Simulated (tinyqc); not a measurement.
# Electron mobility in a silicon inversion layer, empirical terms and Matthiessen rule: effect of the body doping

Inversion layer of sheet density Ns on a uniformly doped body. The mobility terms are empirical power laws with prefactors chosen for the exercise; adding their inverses (Matthiessen) is itself an approximation.

ni = sqrt(Nc Nv) exp(-Eg/(2 Vt)), Eg in volts; Ndep = sqrt(2 eps0 eps_r Nb (2 Vt ln(Nb/ni) + Vsb)/q); E = q (Ndep + eta Ns)/(eps0 eps_r), in MV/cm. With t = T/(300 K): muC = Ac (Ns/1e12 cm^-2) t/(Nb/1e17 cm^-3 + Nit/1e11 cm^-2), muP = Ap E^(-1/3) t^(-1.75), muS = As E^(-gs); 1/mu is the sum of the inverses.

Parameters, values chosen for the exercise; material values close to those of silicon: temperature T = 300 K; band gap Eg = 1.12 eV; relative permittivity of the semiconductor eps_r = 11.7; conduction-band density of states at T Nc = 2.78e19 cm^-3; valence-band density of states at T Nv = 2.61e19 cm^-3; reverse body bias Vsb = 0 V; weight of the inversion charge in the effective field eta = 0.5; phonon-limited mobility at 1 MV/cm and 300 K Ap = 409 cm^2/(V s); roughness-limited mobility at 1 MV/cm As = 838 cm^2/(V s); exponent of the roughness term gs = 2; Coulomb prefactor Ac = 3200 cm^2/(V s); charge at the interface Nit = 8e11 cm^-2; inversion density Ns = 5.7e12 cm^-2.

Constants: q = 1.602176634e-19 C, kB = 1.380649e-23 J/K, Vt = kB T/q, eps0 = 8.8541878128e-14 F/cm where lengths are in cm. Results are converted to the units shown.

Result of one run:
```
E (MV/cm)  muC (cm^2/(V s))  muP (cm^2/(V s))  muS (cm^2/(V s))  mu (cm^2/(V s))
1.7047               314.48            342.38            288.37           104.51
```

Which body doping Nb gave this result: 2e16, 9.7e16, 4.7e17 or 5e18 cm^-3?

Nb = 5e18 cm^-3.

The whole series:
```
Nb (cm^-3)  E (MV/cm)  muC (cm^2/(V s))  muP (cm^2/(V s))  muS (cm^2/(V s))  mu (cm^2/(V s))
2e16          0.50878            2224.4            512.33            3237.3           368.96
4.4e16        0.54435            2161.1            500.91            2828.0           355.53
9.7e16        0.59850            2033.4            485.33            2339.5           335.61
2.1e17        0.67837            1805.9            465.48            1821.0           307.58
4.7e17        0.80464            1436.2            439.73            1294.3           267.17
1e18          0.98278            1013.3            411.38            867.63           218.80
2.3e18         1.2812            588.39            376.58            510.52           158.38
5e18           1.7047            314.48            342.38            288.37           104.51
```

As Nb goes from 2e16 to 5e18 cm^-3, E rises from 0.509 to 1.70 MV/cm and mu falls from 369 to 105 cm^2/(V s). The smallest term is the phonon one in the first row and the roughness one in the last. At Nb = 5e18 cm^-3 E passes 1.5 MV/cm, beyond the usual range of such laws.

Computed by the program tinyqc: `OMP_NUM_THREADS=1 python tinyqc.py 2510103 2510104 out.jsonl`, one thread of a shared Intel Xeon 2.30GHz, about 0.01 s for the whole run.
